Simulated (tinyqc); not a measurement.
One anharmonic mode: perturbation theory, self-consistent phonons and exact levels: one step, computed by the program tinyqc.

V(x) = k x^2/2 + b x^4 for one coordinate x of mass M. A constant K > 0 gives hbar Omega = sqrt((hbar^2/u) K/M) with K in eV/angstrom^2 and M in u.

Task: Self-consistent results. Self-consistent phonon, centred at x = 0: K = k + 12 b <x^2>, <x^2> = (hbar Omega/(2K)) coth(hbar Omega/(2 k_B T)). Its free energy is F = k_B T ln[2 sinh(hbar Omega/(2 k_B T))] + (k - K)<x^2>/2 + 3 b <x^2>^2, an upper bound to the exact one.

Inputs (values chosen for the exercise, for a model mode):

| quantity | value | unit |
|---|---|---|
| mode mass M | 118 | u |
| harmonic constant k | 1.1 | eV/angstrom^2 |
| quartic constant b | 1.21 | eV/angstrom^4 |
| temperature T | 25 | K |

Shape: single well.

self-consistent K = 1.144818 eV/angstrom^2

Constants: hbar^2/u = 4.18015928e-03 eV angstrom^2; k_B = 8.617333262e-05 eV/K.

Give: self-consistent quantum; self-consistent <x^2>; self-consistent free energy.

Result:

self-consistent quantum = 6.368 meV

self-consistent <x^2> = 0.003087 angstrom^2

self-consistent free energy = 3.034 meV
